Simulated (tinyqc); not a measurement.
# Undoped symmetric double-gate MOSFET, analytic potential model: output curve

An undoped body of thickness ts between two equal insulators and tied gates; long channel, electrons only, n = ni exp((psi - V)/Vt) with V the quasi-Fermi potential (0 at the source, Vd at the drain), constant mobility, no quantisation. Across the body psi(x) = V - 2 Vt ln[(ts/(2 beta)) sqrt(q ni/(2 eps0 eps_r Vt)) cos(2 beta x/ts)], x from the centre. Q is the electron charge per area of the whole body.

ni = sqrt(Nc Nv) exp(-Eg/(2 Vt)), Eg in volts; r = eps_r tox/(eox ts); V0 = dphi + 2 Vt ln[(2/ts) sqrt(2 eps0 eps_r Vt/(q ni))]. beta (between 0 and pi/2) solves (Vg - V0 - V)/(2 Vt) = ln(beta) - ln(cos beta) + 2 r beta tan(beta). Q = 8 eps0 eps_r Vt beta tan(beta)/ts; I = mu (1/L)(4 eps0 eps_r/ts)(2 Vt)^2 [g(beta_s) - g(beta_d)] per width, g = beta tan(beta) - beta^2/2 + r beta^2 tan^2(beta), with beta_s at V = 0 and beta_d at V = Vd.

Parameters, values chosen for the exercise; material values close to those of In0.53Ga0.47As: temperature T = 300 K; band gap Eg = 0.743 eV; relative permittivity of the semiconductor eps_r = 13.7; conduction-band density of states at T Nc = 2.12e17 cm^-3; valence-band density of states at T Nv = 7.8e18 cm^-3; relative permittivity of the gate insulator eox = 24.6; insulator thickness tox = 10 nm; body thickness ts = 10 nm; gate work function less that of the intrinsic body dphi = 0.18 V; channel mobility mu = 120 cm^2/(V s); gate length L = 0.1 um; gate voltage Vg = 0.86 V.

Constants: q = 1.602176634e-19 C, kB = 1.380649e-23 J/K, Vt = kB T/q, eps0 = 8.8541878128e-14 F/cm where lengths are in cm. Results are converted to the units shown.

Output curve:

| Vd (V) | Qd (nC/cm^2) | Qd/Qs | I (uA/um) |
|---|---|---|---|
| 0.06 | 787.29 | 0.78763 | 64.277 |
| 0.11 | 617.77 | 0.61803 | 106.39 |
| 0.17 | 426.56 | 0.42674 | 143.89 |
| 0.22 | 281.69 | 0.28181 | 165.06 |
| 0.28 | 135.16 | 0.13522 | 179.84 |
| 0.33 | 50.403 | 0.050425 | 185.19 |
| 0.38 | 11.374 | 0.011379 | 186.83 |
| 0.44 | 1.2547 | 0.0012552 | 187.17 |
| 0.49 | 0.18363 | 1.8371e-4 | 187.20 |

What does the table show?

The current rises from 64.3 to 187 uA/um, while the charge at the drain end falls from 0.79 to 1.8e-4 of that at the source. The current first comes within 1 % of its last value at Vd = 0.38 V among the rows. Over the last rows Qd falls by a factor of e for each Vt of drain voltage: the drain end is in weak inversion. In every row the surface density at the source passes 0.3 Nc, where Boltzmann statistics fail. For Vd = 0.28 to 0.49 V mu V/L, with V the smaller of Vd and Vg - V0, passes 3e6 cm/s, so velocity saturation would lower the current.

Computed by the program tinyqc: `OMP_NUM_THREADS=1 python tinyqc.py 2440084 2440085 out.jsonl`, one thread of a shared Intel Xeon 2.30GHz, about 0.01 s for the whole run.
